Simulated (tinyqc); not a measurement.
Threshold-voltage variability of a planar MOSFET, analytic estimates: two steps of the calculation.

Three independent sources add in quadrature: random dopants in the depleted layer, metal-gate grains of two orientations, and roughness of the two gate edges acting through the roll-off VT = VT(long) - Vr exp(-L/l). These are first-order estimates: no three-dimensional electrostatics, no percolation.

Inputs (values chosen for the exercise); material values those of a made-up semiconductor:
```
symbol    value  unit                                  meaning
T           273     K                              temperature
n          1.43                            subthreshold factor
gI            5   1/V                   gm/I of a matched pair
sb          1.4     %  spread of the gain factor of one device
Nb      1048576                                number of cells
Y         0.998                                   wanted yield
```

Constants: q = 1.602176634e-19 C, kB = 1.380649e-23 J/K, Vt = kB T/q. Results are converted to the units shown.

Task 1. Total spread, mismatch and leakage. s = sqrt(s1^2 + s2^2 + s3^2). For a pair: s(dVT) = sqrt(2) s; current mismatch sqrt(2) sqrt((gI s)^2 + sb^2); input offset = current mismatch/gI. For a Gaussian VT the off current is log-normal with mean/median = exp(s^2/(2 (n Vt)^2)).

s1 = 10.083213 mV
s2 = 7.5786475 mV
s3 = 2.5846218 mV

Wanted: s; s(dVT); current mismatch; input offset; mean/median of Ioff.

Result 1.

s = 12.88 mV
s(dVT) = 18.21 mV
current mismatch = 9.317 %
input offset = 18.63 mV
mean/median of Ioff = 1.076

Task 2. Margin in standard deviations for the wanted yield. Cells fail independently with probability Q(k) = erfc(k/sqrt(2))/2 when the margin is k standard deviations, and Y = exp(-Nb Q(k)). phi = exp(-k^2/2)/sqrt(2 pi). Newton steps on ln Q(k) = ln(-ln(Y)/Nb): k(new) = k + [ln Q - ln(-ln(Y)/Nb)] Q/phi.

k after iteration 1 = 6.2994209

Wanted: Q(k); phi; k after iteration 2.

Result 2.

Q(k) = 1.4938e-10
phi = 9.6365e-10
k after iteration 2 = 5.9044

Numbers from tinyqc (`OMP_NUM_THREADS=1 python tinyqc.py 2090122 2090123 out.jsonl`; about 0.01 s on one thread of a shared Intel Xeon 2.30GHz).
